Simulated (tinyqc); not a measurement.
## Surface Green function of a chain with one s and one p orbital a site, Sancho-Rubio decimation: effect of the broadening

A semi-infinite lead of cells 0, 1, 2, ... with H0 inside a cell and H1 = <cell i|H|cell i + 1>. H1 = [[-vss, vsp], [-vsp, vpp]]. z = E + i eta.

Start with e_s = e = H0, a = H1, b = H1^dagger. Each round: g = (z - e)^(-1); e_s <- e_s + a g b; e <- e + a g b + b g a; a <- a g a; b <- b g b (all with the old a, b). Round k joins cells 2^k apart. Stop when the largest entry of the matrices a and b is below 1e-12 eV; g_s = (z - e_s)^(-1), bulk (z - e)^(-1), density of states -Im Tr/pi. The last column counts the steps of the plain recursion g <- (z - H0 - H1 g H1^dagger)^(-1), one cell a step from g = (z - H0)^(-1), until no entry changes by more than 1e-8 1/eV.

Values chosen for this exercise:
- E = -2.85 eV (energy)

H0 (eV):
```
,s,p
s,-2.23,0
p,0,0.37
```

H1 (eV):
```
,s,p
s,-1,0.83
p,-0.83,1.08
```

Effect of the broadening:
```
eta (eV),rounds,surface density of states (1/eV),plain steps
0.3,7,0.2978,40
0.1,9,0.3327,118
0.04,10,0.3450,296
0.02,11,0.3492,592
0.01,12,0.3514,1185
0.004,14,0.3527,2962
```

The rounds go from 7 to 14 and the plain steps from 40 to 2962. Inside a band the plain recursion needs a number of steps that grows as 1/eta, the decimation only as log2(1/eta). The density of states tends to 0.3536 1/eV as eta goes to zero; the first row is 16 % below that and the last 0.25 % below it.

Program tinyqc, `OMP_NUM_THREADS=1 python tinyqc.py 2680026 2680027 out.jsonl`; Intel Xeon 2.30GHz, shared host, one thread, about 0.05 s.
